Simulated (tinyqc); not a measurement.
Collinear exchange A + BC -> AB + C on a London-Eyring-Polanyi-Sato surface: saddle, string of images and rate: one step, computed by the program tinyqc.

x = r(AB), y = r(BC), r(AC) = x + y. V is counted from separated atoms, the barrier from A + BC, that is V + D(BC).

Question. One point of the surface. For each pair, with u = exp(-beta (r - r0)): Q = D [(3 + S) u^2 - (2 + 6 S) u]/(4 (1 + S)), J = D [(1 + 3 S) u^2 - (6 + 2 S) u]/(4 (1 + S)); V = Q1 + Q2 + Q3 - sqrt(((J1 - J2)^2 + (J2 - J3)^2 + (J3 - J1)^2)/2). Take x = r0(AB) + 0.3 and y = r0(BC) + 0.1 angstrom.

Inputs (values chosen for the exercise, bond data loosely for abstraction of hydrogen from a Ge-H bond by a hydrogen atom; the barrier is not fitted):
```
quantity          value        unit
D(AB)              4.73          eV
r0(AB)            0.742    angstrom
beta(AB)           1.94  1/angstrom
D(BC)              3.63          eV
r0(BC)             1.53    angstrom
beta(BC)           1.45  1/angstrom
D(AC)               3.6          eV
r0(AC)             1.53    angstrom
beta(AC)           1.45  1/angstrom
Sato parameter S  0.041           -
```

Give: the table «Pair terms» with the columns u, Q (eV), J (eV), for pair = AB, BC, AC; V.

Answer.

Pair terms:
```
pair        u    Q (eV)   J (eV)
AB    0.55878  -0.34704  -3.4621
BC    0.86502   0.28997  -3.8538
AC    0.19092  -0.27489  -0.9685
```

V = -3.0428 eV
